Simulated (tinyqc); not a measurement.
Inside a calculation. Model: electron mobility in a silicon inversion layer, empirical terms and Matthiessen rule.

Computed by the program tinyqc: `OMP_NUM_THREADS=1 python tinyqc.py 2510018 2510019 out.jsonl`, one thread of a shared Intel Xeon 2.30GHz, about 0.01 s for the whole run. Printed values are rounded.

Inversion layer of sheet density Ns on a uniformly doped body, under a high-permittivity gate with an interlayer. The mobility terms are empirical power laws with prefactors chosen for the exercise; adding their inverses (Matthiessen) is itself an approximation.

Inputs (values chosen for the exercise); material values close to those of silicon:
```
symbol,value,unit,meaning
T,350,K,temperature
Eg,1.11,eV,band gap
eps_r,11.8,,relative permittivity of the semiconductor
Nc,3.57e19,cm^-3,conduction-band density of states at T
Nv,3.38e19,cm^-3,valence-band density of states at T
Nb,2.8e18,cm^-3,body doping
Vsb,0,V,reverse body bias
eta,0.5,,weight of the inversion charge in the effective field
Cox,1.2,uF/cm^2,gate capacitance
Ap,477,cm^2/(V s),phonon-limited mobility at 1 MV/cm and 300 K
As,776,cm^2/(V s),roughness-limited mobility at 1 MV/cm
gs,2,,exponent of the roughness term
Ac,1700,cm^2/(V s),Coulomb prefactor
Nit,1.4e11,cm^-2,charge at the interface
Ar,320,cm^2/(V s),remote-phonon mobility without interlayer
ti,1,nm,interlayer thickness
lr,0.6,nm,decay length of remote phonons
Ns,1.1e12,cm^-2,inversion density
WL,1,,ratio W/L
Vd,0.05,V,drain voltage
I,0.5,uA,measured linear current
```

Constants: q = 1.602176634e-19 C, kB = 1.380649e-23 J/K, Vt = kB T/q, eps0 = 8.8541878128e-14 F/cm where lengths are in cm. Results are converted to the units shown.

## Depletion charge and effective field

ni = sqrt(Nc Nv) exp(-Eg/(2 Vt)), Eg in volts; Ndep = sqrt(2 eps0 eps_r Nb (2 Vt ln(Nb/ni) + Vsb)/q); E = q (Ndep + eta Ns)/(eps0 eps_r), in MV/cm.

ni = 3.54115e11 cm^-3
Ndep = 5.91507e12 cm^-2
E = 0.991408 MV/cm

The depletion charge gives 91.5 % of the field.

## Mobility terms and their sum

With t = T/(300 K): muC = Ac (Ns/1e12 cm^-2) t/(Nb/1e17 cm^-3 + Nit/1e11 cm^-2), muP = Ap E^(-1/3) t^(-1.75), muS = As E^(-gs), muR = Ar exp(2 ti/lr)/t; 1/mu is the sum of the inverses.

terms (cm^2/(V s)): Coulomb 74.2063, phonon 365.267, roughness 789.508, remote phonon 7688.67
mu = 56.7849 cm^2/(V s)
shares of 1/mu (%): Coulomb 76.5229, phonon 15.5461, roughness 7.19243, remote phonon 0.738552

The Coulomb term limits most.

## Iteration 1: inversion density for the measured current

Ns at the start = 1.6e12 cm^-2

I = (W/L) q Ns mu Vd. E = q (Ndep + eta Ns)/(eps0 eps_r) in MV/cm. With t = T/(300 K): muC = Ac (Ns/1e12 cm^-2) t/(Nb/1e17 cm^-3 + Nit/1e11 cm^-2), muP = Ap E^(-1/3) t^(-1.75), muS = As E^(-gs), muR = Ar exp(2 ti/lr)/t; 1/mu is the sum of the inverses. Ns(new) = I/((W/L) q mu Vd).

E = 1.02975 MV/cm
mu = 73.8891 cm^2/(V s)
Ns after iteration 1 = 8.44713e11 cm^-2

## Iteration 2: inversion density for the measured current

As before.

E = 0.971834 MV/cm
mu = 46.2635 cm^2/(V s)
Ns after iteration 2 = 1.34912e12 cm^-2

## Course of the iteration: inversion density for the measured current

Stop when Ns changes by less than 1e5 cm^-2, or after 120 iterations.

Course of the iteration:
```
iteration	Ns (cm^-2)	|change| (cm^-2)
1	8.44713e11	7.55e11
2	1.34912e12	5.04e11
3	9.48002e11	4.01e11
4	1.23149e12	2.83e11
5	1.01154e12	2.20e11
6	1.17124e12	1.60e11
7	1.04918e12	1.22e11
8	1.13905e12	8.99e10
9	1.07097e12	6.81e10
...	...	...
48	1.09951e12	8.48e5
49	1.09951e12	6.35e5
50	1.09951e12	4.75e5
51	1.09951e12	3.56e5
52	1.09951e12	2.66e5
53	1.09951e12	1.99e5
54	1.09951e12	1.49e5
55	1.09951e12	1.12e5
56	1.09951e12	8.37e4
```

Converged in 56 iterations. At the end each change is about 0.75 times the one before, with alternating sign: linear convergence.

## Split C-V extraction

```
point	Vg (V)	Cgc (uF/cm^2)	I (uA)
0	0	2.05645e-4	1.36893e-9
1	0.1	0.00262957	2.24246e-7
2	0.2	0.0328419	3.58129e-5
3	0.3	0.317991	0.00431572
4	0.4	0.986454	0.122246
5	0.5	1.18006	0.584875
6	0.6	1.19842	1.30296
7	0.7	1.19988	2.14450
8	0.8	1.19999	3.03481
9	0.9	1.20000	3.92967
10	1	1.20000	4.80229
11	1.1	1.20000	5.63666
12	1.2	1.20000	6.42369
```

Q(Vg) is the trapezoid sum of Cgc from the first point (where Q is taken as 0); mu_eff = I/((W/L) Q Vd); mu_FE = (dI/dVg)/((W/L) Cox Vd) with a backward difference. Listed from point 4 on.

```
point	Q (uC/cm^2)	mu_eff (cm^2/(V s))	mu_FE (cm^2/(V s))
4	0.0846793	28.8728	19.6551
5	0.193005	60.6072	77.1048
6	0.311929	83.5419	119.681
7	0.431844	99.3184	140.257
8	0.551837	109.989	148.384
9	0.671837	116.983	149.144
10	0.791837	121.295	145.436
11	0.911837	123.633	139.062
12	1.03184	124.510	131.173
```

At the last point mu_FE is 5.4 % above mu_eff.
